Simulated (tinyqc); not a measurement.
From results back to parameters: band edges of strained Si(1-x)Ge(x) on relaxed Si(1-y)Ge(y). Two cases, with inputs chosen for the exercise.

Problem. A layer on a (001) buffer has its Delta valleys split into the four in the plane and the two along z: E(Delta4) - E(Delta2) = XuD (e_par - e_perp), e_perp = -2 (C12/C11) e_par, e_par = (a(y) - a(x))/a(x). The splitting is given; find the strain and the Ge fraction y of the buffer.

Values are linear in the Ge fraction but for ED(x) = linear - CD x (1 - x) and a(x) = linear - Ca x (1 - x). Energies are on the common scale of Ev.

Case 1.

Values chosen (end members near Si and Ge, in this order; the results hold for these values, not for the real material): a = (5.43, 5.66) angstrom (lattice constant); Ca = 0.024 angstrom (bowing of the lattice constant); XuD = (9.19, 9.41) eV (uniaxial potential, Delta); C11 = (165.4, 127.1) GPa; C12 = (64.2, 48.1) GPa; x = 0.51 (Ge fraction of the layer).

E(Delta4) - E(Delta2) = -0.330278 eV

Case 2.

Values chosen (end members near Si and Ge, in this order; the results hold for these values, not for the real material): a = (5.438, 5.653) angstrom (lattice constant); Ca = 0.024 angstrom (bowing of the lattice constant); XuD = (9.18, 9.31) eV (uniaxial potential, Delta); C11 = (166, 129.3) GPa; C12 = (63.6, 48.7) GPa; x = 0 (Ge fraction of the layer).

E(Delta4) - E(Delta2) = 0.165070 eV

Find: e_par; a(y); y.

Solution. e_par = splitting/(XuD (1 + 2 C12/C11)) with the values at x; a(y) = a(x)(1 + e_par); a(y) rises steadily with y, so one root lies in the range.

Case 1.

e_par = -0.02009
a(y) = 5.4300 angstrom
y = 0

Case 2.

e_par = 0.01018
a(y) = 5.4934 angstrom
y = 0.280

Computed by tinyqc, one run a case: `OMP_NUM_THREADS=1 python tinyqc.py N N+1 out.jsonl` with N = 1051127, 1051134; one thread of a shared Intel(R) Xeon(R) Processor @ 2.30GHz, about 0.01 s a run at most.
